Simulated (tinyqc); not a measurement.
Ballistic Schottky-barrier transistor with a one-dimensional channel, WKB contacts: one step of the calculation.

Source Fermi level 0, drain Fermi level -Vd. Far from the contacts Ec = pn - psi, and the gate moves psi one to one; the band edges relax as exp(-x/lam) from pn at the source and pn - Vd at the drain; Ev = Ec - Eg. A carrier of energy w inside the channel band meets at a contact a barrier of height D (the contact edge beyond the channel edge): T = 1 for w >= D, else exp(-S), S = 4 lam sqrt(m/C) [sqrt(D - w) - sqrt(w) arctan sqrt((D - w)/w)], C = hbar^2/(2 m0). The two contacts combine as Ts Td/(Ts + Td - Ts Td).

Problem. Transmission of one of the electrons. S and T at both contacts for w = w0, and the tunnelling distance lam ln(D/w) at the higher barrier.

Inputs (values chosen for the exercise); channel values close to those of a silicon nanowire with silicide contacts:

| symbol | value | unit | meaning |
|---|---|---|---|
| mn | 0.2 | m0 | electron mass |
| lam | 2.7 | nm | screening length at the contacts |
| w0 | 0.2 | eV | energy of one carrier inside the channel band |

Constants: q = 1.602176634e-19 C, hbar = 1.054571817e-34 J s, m0 = 9.1093837015e-31 kg, hbar^2/(2 m0) = 0.0380998212 eV nm^2. Results are converted to the units shown.

D for electrons (eV): source 0.55000000, drain 0.50000000

Wanted: S at the source; S at the drain; combined T; tunnelling distance.

Solution.

S at the source = 4.4194
S at the drain = 3.7477
combined T = 0.0080341
tunnelling distance = 2.7313 nm

Range of the model: No scattering, image-force lowering, channel charge or band-to-band tunnelling; parabolic kappa overstates S deep in the gap.

Numbers from tinyqc (`OMP_NUM_THREADS=1 python tinyqc.py 2390142 2390143 out.jsonl`; about 0.04 s on one thread of a shared Intel Xeon 2.30GHz).
